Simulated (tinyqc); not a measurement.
# p-n diode with diffusion and depletion-layer recombination: effects of single changes

Abrupt junction in the depletion approximation, low injection, full ionisation, neutral widths fixed, ohmic contact on the p side. Vj is the junction voltage; where a series resistance Rs is given, V = Vj + J Rs is the terminal voltage.

Values chosen for this exercise; band and dielectric values close to those of gallium nitride: temperature T = 450 K; band gap Eg = 3.43 eV; relative permittivity eps_r = 9.41; conduction-band density of states at T Nc = 4.19e18 cm^-3; valence-band density of states at T Nv = 8.51e19 cm^-3; acceptor density Na = 1e16 cm^-3; donor density Nd = 1.4e16 cm^-3; electron mobility in the p side mun = 770 cm^2/(V s); hole mobility in the n side mup = 28 cm^2/(V s); electron lifetime tn = 3e-6 s; hole lifetime tp = 8e-8 s; neutral width of the p side wp = 2.4 um; neutral width of the n side wn = 1.2 um; recombination velocity at the n contact Sp = 50000 cm/s; series resistance Rs = 0.00022 ohm cm^2; trap level above the intrinsic level Et = 0.16 eV; junction voltage at which recombination is evaluated Vj = 2.18 V.

Constants: q = 1.602176634e-19 C, kB = 1.380649e-23 J/K, Vt = kB T/q, eps0 = 8.8541878128e-14 F/cm where lengths are in cm. Results are converted to the units shown.

Each table varies one quantity; the others keep the values above.

## Currents and ideality against junction voltage

ni = sqrt(Nc Nv) exp(-Eg/(2 Vt)), Eg in volts; D = mu Vt; Ln = sqrt(Dn tn), Lp = sqrt(Dp tp); J0n = q ni^2 Dn coth(wp/Ln)/(Ln Na); J0p = (q ni^2 Dp/(Lp Nd)) (s + tanh(wn/Lp))/(1 + s tanh(wn/Lp)), s = Sp Lp/Dp. J_diff = (J0n + J0p)(exp(Vj/Vt) - 1). Vbi = Vt ln(Na Nd/ni^2), W = sqrt(2 eps0 eps_r (Vbi - Vj)(1/Na + 1/Nd)/q), xp = W Nd/(Na + Nd), xn = W Na/(Na + Nd); u(x) = q Na (x + xp)^2/(2 eps0 eps_r) for x < 0 and Vbi - Vj - q Nd (xn - x)^2/(2 eps0 eps_r) for x > 0; p = Na exp(-u/Vt), n = Nd exp((u - Vbi + Vj)/Vt); U = ni^2 (exp(Vj/Vt) - 1)/(tp (n + ni exp(Et/Vt)) + tn (p + ni exp(-Et/Vt))); J_scr = q times the integral of U from -xp to xn. J = J_diff + J_scr. Ideality = (1/Vt) dVj/d ln J or (1/Vt) dV/d ln J; last column ni^2 exp(Vj/Vt)/N^2.

Currents and ideality against junction voltage:
```
Vj (V),J_diff (A/cm^2),J_scr (A/cm^2),J (A/cm^2),V (V),ideality against Vj,ideality against V,"minority/doping, lighter side"
0.71,2.566e-22,3.345e-15,3.345e-15,0.7100,1.965,1.965,1.229e-24
0.95,1.251e-19,7.820e-14,7.820e-14,0.9500,1.961,1.961,5.989e-22
1.19,6.095e-17,1.843e-12,1.843e-12,1.190,1.956,1.956,2.919e-19
1.43,2.971e-14,4.392e-11,4.395e-11,1.430,1.946,1.946,1.423e-16
1.67,1.448e-11,1.065e-9,1.079e-9,1.670,1.910,1.910,6.934e-14
1.91,7.057e-9,2.654e-8,3.360e-8,1.910,1.605,1.605,3.380e-11
2.15,3.440e-6,6.976e-7,4.137e-6,2.150,1.085,1.085,1.647e-8
2.39,0.001676,2.077e-5,0.001697,2.390,1.005,1.005,8.029e-6
2.63,0.8171,7.715e-4,0.8179,2.630,1.000,1.005,0.003913
```

What does the table show?

The ideality against Vj falls from 1.97 to 1.00. Diffusion overtakes recombination in the layer between Vj = 1.91 and 2.15 V. J_scr alone has an ideality of 1.96 between the first two rows and 1.71 between the last two.

## Effect of the neutral width of the n side

Same model as above.

J = J_diff + J_scr.

The same in every row: J0n (A/cm^2) = 2.738e-30; J_scr (A/cm^2) = 1.056e-6.

Effect of the neutral width of the n side:
```
wn (um),J0p (A/cm^2),J_diff (A/cm^2),J_scr/J (%),wn/Lp
0.2,4.115e-31,8.189e-6,11.43,0.06786
0.6,2.141e-31,7.676e-6,12.10,0.2036
2,9.097e-32,7.356e-6,12.56,0.6786
6,5.964e-32,7.274e-6,12.68,2.036
20,5.791e-32,7.270e-6,12.69,6.786
50,5.791e-32,7.270e-6,12.69,16.96
200,5.791e-32,7.270e-6,12.69,67.86
500,5.791e-32,7.270e-6,12.69,169.6
```

As wn goes from 0.2 to 500, J0p falls from 4.11e-31 to 5.79e-32 A/cm^2, J_scr stays at 1.06e-6 A/cm^2 and its share rises from 11.4 to 12.7 %. J0p goes as wn^(-0.59) between the first two rows and wn^(0.00) between the last two; Lp = 2.95 um divides the short base from the long one.

tinyqc, about 0.01 s, one thread, Intel Xeon 2.30GHz (shared host): `OMP_NUM_THREADS=1 python tinyqc.py 2260020 2260021 out.jsonl`
